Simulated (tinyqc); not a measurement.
Donor binding, ionisation and the Mott limit: two steps of the calculation.

Hydrogenic donor: Ry = (m0 q^3/(8 eps0^2 h^2)) me/eps_r^2 in eV, E0 = cc Ry, radius a = q/(8 pi eps0 eps_r E0), Mott density Nm = (0.26/a)^3. Below Nm the level sinks as Ed = E0 [1 - (N/Nm)^(1/3)]. Neutrality: Nc F12(eta) = N/(1 + 2 exp(eta + Ed/kB T)), F12(x) = (2/sqrt(pi)) int_0^infinity sqrt(u)/(1 + exp(u - x)) du.

Values chosen for this exercise; band and dielectric values close to those of gallium arsenide:
```
symbol,value,unit,meaning
T,77,K,temperature
eps_r,13,,relative permittivity
me,0.0671,m0,"mass in the hydrogenic formula, set independently of Nc"
Nc,5.68e16,cm^-3,conduction-band density of states at 77 K
cc,1.3,,ratio of the true binding energy to the hydrogenic one
N,2.8e15,cm^-3,donor density
```

Constants: q = 1.602176634e-19 C, kB = 1.380649e-23 J/K, eps0 = 8.8541878128e-12 F/m, h = 6.62607015e-34 J s, m0 = 9.1093837015e-31 kg, Vt = kB T/q. Results are converted to the units shown.

Problem 1. Binding energy, radius and Mott density. The mean spacing of the donors is N^(-1/3).

Give: Ry; E0; a; Nm; spacing over a; Ed.

Solution 1.

Ry = 5.402 meV
E0 = 7.023 meV
a = 7.886 nm
Nm = 3.583e16 cm^-3
spacing over a = 8.996
Ed = 4.020 meV

Problem 2. Ionisation. Solve the neutrality equation for eta. Boltzmann form: with k = (Nc/2) exp(-Ed/kB T) the ionised share is [-k + sqrt(k^2 + 4 k N)]/(2 N).

Ed = 4.0203053 meV

Wanted: eta; ionised share; n; ionised share, Boltzmann form.

Solution 2.

eta = -3.142
ionised share = 86.33 %
n = 2.417e15 cm^-3
ionised share, Boltzmann form = 86.48 %

With the level held at E0 the share would be 81.1 %.

Range of the model: A sharp level with degeneracy 2 overstates freeze-out near Nm, where the impurity band broadens and merges with the conduction band.

Computed by the program tinyqc: `OMP_NUM_THREADS=1 python tinyqc.py 2330095 2330096 out.jsonl`, one thread of a shared Intel Xeon 2.30GHz, about 0.01 s for the whole run.
